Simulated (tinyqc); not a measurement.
Worked calculation: Bloch-Grueneisen resistivity of a metal. Computed by tinyqc, a small Python program that keeps every step. Command: `OMP_NUM_THREADS=1 python tinyqc.py 3009996 3009997 out.jsonl bg walk`. One thread of a shared host (Intel(R) Xeon(R) Processor @ 2.30GHz), about 0.01 s of CPU time with the checks. Intermediate numbers are printed to about 6 digits and carried at full precision; extremes and crossings named in words are read from the listed rows.

Electrons scatter from a Debye spectrum of phonons (n = 5 for scattering within one band, n = 3 for scattering into a second, heavy band) and from static defects.

Inputs (values chosen for the exercise, modelled on platinum):
```
quantity                      value         unit
exponent n                        5            -
Debye temperature Theta         211            K
transport coupling lambda_tr   0.45            -
Drude plasma energy hbar w_p      7           eV
residual resistivity rho_0        9  microohm cm
temperature T                   295            K
saturation resistivity           61  microohm cm
```

Addition: saturation.

Constants: k_B = 1.380649e-23 J/K; hbar = 1.054571817e-34 J s; eps_0 = 8.8541878128e-12 F/m; hbar = 6.582119569e-16 eV s; k_B = 8.617333262e-05 eV/K.

## Scale of the phonon resistivity

rho_ph = (n - 1) rho_1 (T/Theta)^n J_n(Theta/T), with rho_1 = 2 pi lambda_tr k_B Theta/(hbar eps_0 w_p^2), the high-temperature line at T = Theta.

rho_1 = 7.79953 microohm cm

## The integral and the phonon part

J_n(y) = int_0^y x^n e^x/(e^x - 1)^2 dx, by 96 Gauss-Legendre points (upper limit at most 60).

Theta/T = 0.715254

J_n = 0.0636062

phonon resistivity rho_ph = 10.6005 microohm cm

This is 97.2 % of the straight line rho_1 T/Theta.

## Total resistivity and derived numbers

Parallel-resistor saturation: 1/rho = 1/(rho_0 + rho_ph) + 1/rho_sat. Temperature coefficient (1/rho) d rho/dT by a central difference of +/- 0.5 K; residual ratio rho(295 K)/rho(4.2 K); scattering time tau = 1/(eps_0 w_p^2 rho); Wiedemann-Franz kappa = L_0 T/rho, L_0 = (pi^2/3)(k_B/e)^2.

resistivity rho = 14.8340 microohm cm

temperature coefficient = 1.46558 1e-3/K

residual resistance ratio = 1.89140

scattering time = 6.73175 fs

Wiedemann-Franz conductivity = 48.5833 W/(m K)

The coefficient is 0.432 times 1/T; the temperature-independent part dilutes it.

## Limits of the phonon part

Low T: (n - 1) n! zeta(n) rho_1 (T/Theta)^n. High T: rho_1 (T/Theta) [1 - (n - 1)/(12 (n + 1)) (Theta/T)^2].

Resistivities (microohm cm):
```
T (K)       rho_ph    low-T law  straight line  line with correction  total rho
6.3    9.21189e-05  9.21189e-05         0.2329                     -     7.8429
11.0   1.49470e-03  1.49489e-03         0.4066                     -     7.8440
17.0   1.29799e-02  1.31793e-02         0.6284                     -     7.8527
25.0   7.71666e-02  9.06455e-02         0.9241                     -     7.9014
42.0   4.94971e-01  1.21309e+00         1.5525                     -     8.2161
74.0   1.79811e+00  2.05970e+01         2.7354                1.4999     9.1741
110.0  3.33754e+00  1.49489e+02         4.0661                3.2349    10.2620
170.0  5.77579e+00  1.31793e+03         6.2840                5.7462    11.8946
250.0  8.88500e+00  9.06455e+03         9.2412                8.8754    13.8301
420.0  1.53095e+01  1.21309e+05        15.5251               15.3075    17.3823
```

The low-T law holds to 10 % up to 17 K, the straight line from 170 K on. The local exponent of rho_ph falls from 5.00 to 1.05. Phonons overtake the residual resistivity between 250 and 420 K. Saturation lowers the last total by 28.5 %.

Checks made by the program: J_n at large argument against n! zeta(n) (relative difference below 1e-10).
